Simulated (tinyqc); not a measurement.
Order-disorder in a binary alloy on two sublattices: Bragg-Williams and pair (quasi-chemical) approximations. Inputs raised by 5 %, one at a time. Computed by tinyqc, a small Python program. Command: `OMP_NUM_THREADS=1 python tinyqc.py 3005223 3005224 out.jsonl order sens`. One thread of a shared host (Intel(R) Xeon(R) Processor @ 2.30GHz), about 0.01 s of CPU time with the checks.

All z = 4 neighbours of a site lie on the other sublattice. B fills the sublattices with x + eta/2 and x - eta/2; energies are per site, from the pure components: u = -z w y with y the probability of an A-B bond taken in one order.

Inputs (values chosen for the exercise, for a model alloy): ordering energy w = (e_AA + e_BB)/2 - e_AB = 58.3 meV; fraction x of B = 0.38; temperature T = 909 K.

Lattice: square (z = 4). Method: Newton steps.

scattering factors f_A, f_B (electrons): 23  59

Constants: k_B = 8.617333262e-05 eV/K.

Method:
- Bragg-Williams: u = -z w [x (1 - x) + eta^2/4]; minimising f gives ln[a (1 - b)/(b (1 - a))] = 2 z w eta/(k_B T) =: ln Q, a = x + eta/2, b = x - eta/2. For given Q this is a quadratic for eta, (Q - 1) eta^2/4 - (Q + 1) eta/2 + (Q - 1) x (1 - x) = 0, smaller root: the map eta -> phi(eta).
- Newton steps on phi(eta) - eta, with the slope by central differences of 1e-6; start at 0.999 times 2x; stop when |phi - eta| < 1e-10.
- a = x + eta/2, b = x - eta/2; u = -z w [x (1 - x) + eta^2/4]; s/k_B = [s2(a) + s2(b)]/2, s2(c) = -c ln c - (1 - c) ln(1 - c); gain on ordering = f(eta) - f(0), f = u - T s. Superlattice over fundamental intensity = [eta (f_B - f_A)/2]^2/[(1 - x) f_A + x f_B]^2.

Runs:
```
input moved                                       from      to  B fraction on the A sublattice  entropy s (k_B/site)  energy u (meV/site)  intensity ratio
base run                                             -       -                        0.044123               0.38882              -81.250          0.10867
ordering energy w = (e_AA + e_BB)/2 - e_AB (meV)  58.3  61.215                        0.033780               0.36731              -87.040          0.11547
fraction x of B                                   0.38   0.399                        0.042371               0.36574              -85.581          0.11807
temperature T (K)                                  909  954.45                        0.057367               0.41414              -79.216          0.10027
```

Exponents ln(y'/y) / ln(x'/x):
```
input                                       B fraction on the A sublattice  entropy s  energy u  intensity ratio
ordering energy w = (e_AA + e_BB)/2 - e_AB                          -5.475     -1.166     1.411            1.243
fraction x of B                                                     -0.831     -1.254     1.064            1.700
temperature T                                                        5.380      1.293    -0.520           -1.649
```

Which inputs matter most for each result?

Among the inputs moved here: B fraction on the A sublattice answers most in size to ordering energy w = (e_AA + e_BB)/2 - e_AB (exponent -5.475), and about equally to temperature T (+5.380). Entropy s answers most in size to temperature T (exponent +1.293), next to fraction x of B (-1.254). Energy u answers most in size to ordering energy w = (e_AA + e_BB)/2 - e_AB (exponent +1.411), next to fraction x of B (+1.064). Intensity ratio answers most in size to fraction x of B (exponent +1.700), next to temperature T (-1.649).

Caution (all rows): T is near or above the T_c of the better pair approximation, so the true long-range order is lower than Bragg-Williams gives.
